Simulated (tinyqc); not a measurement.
# Reverse leakage of an n+-p junction: diffusion, generation, trap-assisted and band-to-band tunnelling: effects of single changes

One-sided abrupt junction in the depletion approximation, x from the junction (0) to W on the p side, field F = F0 (1 - x/W). Flat quasi-Fermi levels, long p side. Traps generate through SRH with both lifetimes shortened by 1 + Gamma (Hurkx enhancement, form for moderate fields); band-to-band generation is local and needs a total bending above Eg.

Parameters, values chosen for the exercise; band and dielectric values close to those of silicon: temperature T = 350 K; band gap Eg = 1.14 eV; relative permittivity eps_r = 11.8; conduction-band density of states at T Nc = 3.45e19 cm^-3; valence-band density of states at T Nv = 3.39e19 cm^-3; acceptor density of the lighter side Na = 1.2e18 cm^-3; donor density of the heavier side Nd = 1e19 cm^-3; SRH lifetime of both carriers at zero field tau = 4e-6 s; trap level above the intrinsic level Et = 0.13 eV; tunnelling mass mt = 0.26 m0; electron diffusion coefficient on the lighter side Dn = 20 cm^2/s; band-to-band prefactor Ab = 7.6e14 cm^-0.5 V^-2.5 s^-1; band-to-band field constant Bb = 1.88e7 V/cm; reverse bias VR = 0.5 V.

Constants: q = 1.602176634e-19 C, kB = 1.380649e-23 J/K, hbar = 1.054571817e-34 J s, m0 = 9.1093837015e-31 kg, Vt = kB T/q, eps0 = 8.8541878128e-14 F/cm where lengths are in cm. Results are converted to the units shown.

Each table varies one quantity; the others keep the values above.

## Leakage components against the trap level above the intrinsic level

ni = sqrt(Nc Nv) exp(-Eg/(2 Vt)), Eg in volts; Vbi = Vt ln(Na Nd/ni^2); W = sqrt(2 eps0 eps_r (Vbi + VR)/(q Na)); F0 = 2 (Vbi + VR)/W; FG = sqrt(24 mt m0 (kB T)^3)/(q hbar); J_diff = q ni^2 sqrt(Dn/tau)(1 - exp(-VR/Vt))/Na. u = (Vbi + VR)(1 - x/W)^2, p = Na exp(-u/Vt), n = Nd exp((u - Vbi - VR)/Vt); G0 = ni^2 (1 - exp(-VR/Vt))/(tau (n + p + 2 ni cosh(Et/Vt))); Gamma = 2 sqrt(3 pi)(F/FG) exp((F/FG)^2); trap-assisted part G0 Gamma; G_bb = Ab F^2.5 exp(-Bb/F) with F in V/cm, zero unless Vbi + VR > Eg. Currents are q times the integrals over 0 to W; J_bb under 1e-8 of J is printed as 0; rows with F0/FG above 2.2, beyond the range of this Gamma, are left out.

The same in every row: F0 (kV/cm) = 743; F0/FG = 1.57; J_diff (A/cm^2) = 1.34e-11; J_bb (A/cm^2) = 8.25e-8.

Leakage components against the trap level above the intrinsic level:
```
Et (eV)  J_SRH (A/cm^2)  J_TAT (A/cm^2)  J (A/cm^2)              largest part
-0.3           9.67e-13        2.15e-11     8.25e-8   band-to-band tunnelling
-0.2           2.09e-11        4.65e-10     8.30e-8   band-to-band tunnelling
-0.1           4.34e-10         9.61e-9     9.25e-8   band-to-band tunnelling
0               4.57e-9         1.00e-7     1.87e-7  trap-assisted tunnelling
0.1            4.34e-10         9.61e-9     9.25e-8   band-to-band tunnelling
0.2            2.09e-11        4.65e-10     8.30e-8   band-to-band tunnelling
0.3            9.67e-13        2.15e-11     8.25e-8   band-to-band tunnelling
```

J goes from 8.25e-8 through a maximum of 1.87e-7 (at Et = 0 among the rows listed) to 8.25e-8 A/cm^2. Band-to-band tunnelling leads at Et = -0.3, trap-assisted tunnelling from 0, band-to-band tunnelling from 0.1 on.

## Leakage components against the acceptor density of the lighter side

Same model as above.

Results:
```
Na (cm^-3)  F0 (kV/cm)  F0/FG  J_diff (A/cm^2)  J_SRH (A/cm^2)  J_TAT (A/cm^2)  J_bb (A/cm^2)  J (A/cm^2)              largest part
1e16              64.5  0.136          1.61e-9         2.23e-9         1.13e-9              0     4.97e-9            SRH generation
2.4e16             101  0.213         6.71e-10         1.39e-9         1.14e-9              0     3.21e-9            SRH generation
5.6e16             156  0.328         2.88e-10        8.87e-10         1.18e-9              0     2.35e-9  trap-assisted tunnelling
1.3e17             239  0.505         1.24e-10        5.67e-10         1.26e-9              0     1.95e-9  trap-assisted tunnelling
3.2e17             379  0.799         5.03e-11        3.53e-10         1.52e-9              0     1.92e-9  trap-assisted tunnelling
1.8e18             914   1.93         8.95e-12        1.42e-10         7.87e-9        1.52e-5     1.52e-5   band-to-band tunnelling
```

Estimate the missing row, Na = 7.5e17 cm^-3.

Computed row:
```
Na (cm^-3)  F0 (kV/cm)  F0/FG  J_diff (A/cm^2)  J_SRH (A/cm^2)  J_TAT (A/cm^2)  J_bb (A/cm^2)  J (A/cm^2)              largest part
7.5e17             585   1.23         2.15e-11        2.25e-10         2.37e-9       4.90e-11     2.67e-9  trap-assisted tunnelling
```

With this row back in the table: J goes from 4.97e-9 through a minimum of 1.92e-9 (at Na = 3.2e17 among the rows listed) to 1.52e-5 A/cm^2. SRH generation leads at Na = 1e16, trap-assisted tunnelling from 5.6e16, band-to-band tunnelling from 1.8e18 on. The ratio J_TAT/J_SRH goes from 0.508 to 55.3 as F0/FG goes from 0.136 to 1.93.

Computed by the program tinyqc: `OMP_NUM_THREADS=1 python tinyqc.py 2290099 2290100 out.jsonl`, one thread of a shared Intel Xeon 2.30GHz, about 0.01 s for the whole run.
